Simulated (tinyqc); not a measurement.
What moves the results: coherent potential approximation for a binary alloy with a semi-elliptic band. A value that a table varies takes the place of the one given here.

Site levels eA = -x d (share 1 - x) and eB = (1 - x) d (share x), so that their mean, the virtual crystal, is 0. Pure band: G0(z) = 2 (z - sqrt(z - W) sqrt(z + W))/W^2 with principal roots, density -Im G/pi per site. The medium has a self-energy S(z), G = G0(z - S), z = E + i eta. t_i = (e_i - S)/(1 - (e_i - S) G); the CPA demands <t> = (1 - x) tA + x tB = 0. Iteration: start at S = 0, set S(new) = S + <t>/(1 + <t> G), stop when |<t>| < 1e-9 eV.

Parameters, chosen for this exercise: W = 4.4 eV (half width of the pure band); x = 0.19 (fraction of B); d = 7.77 eV (eB - eA); eta = 0.088 eV (broadening); E1 = -5.9 eV (first energy); dE = 1.18 eV (step); E = 1.96 eV (energy).

## Virtual crystal, CPA and unmixed bands

Fifteen energies E1 + j dE. Virtual crystal: G0(z). Unmixed: (1 - x) G0(z - eA) + x G0(z - eB), the limit of large separate grains.

Densities (1/eV) and self-energy (eV):
```
E (eV)  virtual crystal     CPA  unmixed      Re S      Im S
-5.90            0.0014  0.0043   0.0123   -0.9929   -0.0162
-4.72            0.0050  0.0767   0.0770   -1.1426   -0.1807
-3.54            0.0832  0.1109   0.1013   -1.2009   -0.2917
-2.36            0.1193  0.1257   0.1126   -1.2744   -0.3806
-1.18            0.1365  0.1277   0.1147   -1.3745   -0.4586
0.00             0.1418  0.1174   0.1083   -1.5210   -0.5211
1.18             0.1365  0.0906   0.0917   -1.7595   -0.5331
2.36             0.1193  0.0138   0.0671   -2.3692   -0.1812
3.54             0.0832  0.0023   0.0234   -4.8806   -0.3161
4.72             0.0050  0.0044   0.0261  -29.2442  -23.3953
5.90             0.0014  0.0549   0.0274    5.0293   -4.7762
7.08             0.0008  0.0617   0.0269    4.0745   -2.5508
8.26             0.0005  0.0375   0.0243    3.7189   -1.0602
9.44             0.0004  0.0015   0.0189    2.4117   -0.0690
10.62            0.0003  0.0006   0.0053    1.7806   -0.0332
```

What does this show, and why?

d/W = 1.77. CPA and virtual crystal differ by at most 0.105 1/eV, at 2.36 eV, against a peak of 0.145 for the pure band. |Im S| is largest at 4.72 eV (Im S = -23.395 eV); where the density is near zero this is no damping of states. The CPA density has a dip at 3.54 eV (0.0023): the band is parting, or has parted, into an A-like and a B-like subband (in a true gap only the tail of eta remains), which no virtual crystal can show.

## Bowing of the band edge from disorder

For eta = 0 the CPA reads G = (1 - x)/(y - eA) + x/(y - eB) with y = E - W^2 G/4; the lower edge is the maximum of E(y) = y + W^2 G(y)/4 for y < eA. The virtual crystal puts it at -W. Second order: -W - 2 x (1 - x) d^2/W, from S = x (1 - x) d^2 G0(-W), G0(-W) = -2/W.

Lower edge (eV):
```
x        edge  edge + W  second order  (edge + W)/(x (1 - x))
0.05  -4.7015   -0.3015       -1.3035                 -6.3473
0.10  -5.0003   -0.6003       -2.4698                 -6.6699
0.25  -5.8780   -1.4780       -5.1454                 -7.8826
0.40  -6.7204   -2.3204       -6.5861                 -9.6682
0.50  -7.2555   -2.8555       -6.8606                -11.4219
0.60  -7.7614   -3.3614       -6.5861                -14.0057
0.75  -8.4361   -4.0361       -5.1454                -21.5261
0.90  -8.8983   -4.4983       -2.4698                -49.9810
0.95  -8.9213   -4.5213       -1.3035                -95.1857
```

second-order coefficient = -27.4422 eV

What can be read from the table?

Disorder pushes the edge below the virtual crystal, most at x = 0.95 (-4521 meV). The coefficient runs from -6.347 at x = 0.05 to -95.186 eV at 0.95, against -27.442 in second order, which is only a guide at d/W = 1.77: it depends strongly on x and is largest in size where the low-lying A atoms are dilute and act as attractive impurities. For d above W/2 they bind a level, and the ratio then measures that level rather than bowing.

## When the band splits

x as given, d varied, eta as given. The density is taken at E = (eA + eB)/2 and at E = eA + eB = (1 - 2x) d, where S has its pole for well split bands; a gap shows as a density of the size of the broadening tail.

Between the two levels:
```
d/W  d (eV)  density at the midpoint (1/eV)  density at (1 - 2x) d (1/eV)  Im S at the midpoint (eV)
0.2    0.88                          0.1399                        0.1390                     -0.052
0.4    1.76                          0.1343                        0.1301                     -0.194
0.6    2.64                          0.1260                        0.1137                     -0.378
0.8    3.52                          0.1159                        0.0860                     -0.537
1.0    4.40                          0.1044                        0.0282                     -0.628
1.2    5.28                          0.0905                        0.0156                     -0.643
1.5    6.60                          0.0608                        0.0106                     -0.515
2.0    8.80                          0.0033                        0.0039                     -0.121
```

What can be read from the table?

The midpoint density falls from 0.140 to 0.0033 1/eV; it first drops below a tenth of the pure peak (0.014) at d/W = 2. At (1 - 2x) d the density drops below that mark at d/W = 1.5, so the bands have parted by then (this mark lags the true splitting), and is least, 0.0039, at d/W = 2. For x = 1/2 the two coincide and the band splits at d = W exactly; here x = 0.19. The size of Im Sigma at the midpoint is largest at d/W = 1.2. It is a lifetime only where the density there is finite; for well separated bands, d/W above 1/(2 sqrt(x (1 - x))), S has a pole in the gap at (1 - 2x) d.

## What each parameter does

Converged values at E. Each row changes one parameter from the base and keeps the others.

Results:
```
case            Re S (eV)  Im S (eV)  density (1/eV)
base              -2.0348    -0.4190          0.0535
W = 4.84 eV       -1.9499    -0.5696          0.0649
x = 0.24          -3.4190    -0.2076          0.0070
d = 8.547 eV      -2.2332    -0.3372          0.0431
eta = 0.176 eV    -2.0618    -0.4649          0.0520
E = 2.4 eV        -2.4354    -0.1640          0.0110
```

How do the results move?

The largest shifts from the base row, up to three for each result and ties (the steps differ in size, so this ranks the rows, not the parameters). Re S (eV): x -1.3842, E -0.4006, d -0.1984. Im S (eV): E +0.2550, x +0.2114, W -0.1506. density (1/eV): x -0.0465, E -0.0425, W +0.0114.

Program tinyqc; command `OMP_NUM_THREADS=1 python tinyqc.py 1482811 1482812 out.jsonl`; about 0.01 s on one thread of a shared Intel(R) Xeon(R) Processor @ 2.30GHz.
